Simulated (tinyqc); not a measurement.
Spin curve: spin coating of a resist or spin-on film: centrifugal thinning, evaporation and the final thickness (Emslie and Meyerhofer models). Computed by tinyqc, a small Python program. Command: `OMP_NUM_THREADS=1 python tinyqc.py 3111468 3111469 out.jsonl spincoat walk`. One thread of a shared host (Intel(R) Xeon(R) Processor @ 2.30GHz), about 0.07 s of CPU time with the checks.

A Newtonian film stays uniform over the wafer; solvent and solids have the same density and the concentration is uniform through the thickness.

Inputs (values chosen for the exercise, of the order of those of a polymer resist in an ester solvent):
```
quantity                                 value          unit
solids volume fraction c0                 0.31             -
kinematic viscosity of the solvent nu_s    1.8        mm^2/s
viscosity constant k                      3300        mm^2/s
viscosity exponent gamma                   3.1             -
spin speed f                              6000           rpm
evaporation rate at 1000 rpm e0          0.076  micrometre/s
starting thickness h0                      200    micrometre
wafer radius R                             100            mm
```

Method:
- omega = 2 pi f/60; nu(c) = nu_s + k c^gamma; evaporation rate e = e0 sqrt(f/1000 rpm).
- Flow constant K = 2 omega^2/(3 nu(c0)); Reynolds number of the air omega R^2/nu_air with nu_air = 15 mm^2/s.
- Meyerhofer estimate: flow rules until (1 - c0) K h^3 = e, then evaporation alone: h_w = (e/((1 - c0) K))^(1/3), dry film c0 h_w.
- Full model for solids s and liquid l per area, h = s + l, c = s/h: ds/dt = -c Q, dl/dt = -(1 - c) Q - e, Q = 2 omega^2 h^3/(3 nu(c)); integrated adaptively (relative tolerance 1e-9) until l = 0.

dry film, estimate = 1396.84 nm

Dry film against speed:
```
f (rpm)  full model (nm)  estimate (nm)  time to dry (s)
500               5404.9         4838.8           259.48
1000              3822.4         3421.5           129.90
1500              3121.1         2793.7            86.63
2000              2703.0         2419.4            64.99
3000              2207.0         1975.4            43.33
4000              1911.3         1710.8            32.50
6000              1560.6         1396.8            21.67
```

The full thickness goes as f^-0.500; the estimate as (e/omega^2)^(1/3) = f^(-1/2). The time to dry goes as f^-1.00. A thickness window of 1 % allows a speed error of about 2 %. Caution: above a Reynolds number of about 3e5 the air flow near the rim turns turbulent, and evaporation is no longer uniform.
